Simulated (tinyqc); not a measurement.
Double-gate transistor, scale length and short-channel effects: one step of the calculation.

A body of thickness ts between two insulators of thickness ti and two tied gates. Below threshold the potential that source and drain add obeys Laplace's equation and vanishes on the gate. Its lowest mode decays along the channel as exp(-k y); k is the smallest positive root of the matching condition at the interface, and the scale length is Lambda = pi/k.

Question. Decay constant by Newton steps. f(k) = ei cos(k ti) cos(k ts/2) - eps_r sin(k ti) sin(k ts/2); f' by a central difference with +/- 1e-5 1/nm; k(new) = k - f/f'.

Inputs (values chosen for the exercise); permittivities: semiconductor made up, insulator close to that of silicon dioxide:
```
symbol  value  unit                                     meaning
eps_r    12.5        relative permittivity of the semiconductor
ei       4.02            relative permittivity of the insulator
ti        1.2    nm                         insulator thickness
ts        5.4    nm                              body thickness
```

k at the start = 0.33 1/nm

Give: f; f'; k after iteration 1.

Answer.

f = -1.418
f' = -27.90 nm
k after iteration 1 = 0.2792 1/nm

Program tinyqc, `OMP_NUM_THREADS=1 python tinyqc.py 2420103 2420104 out.jsonl`; Intel Xeon 2.30GHz, shared host, one thread, about 0.01 s.
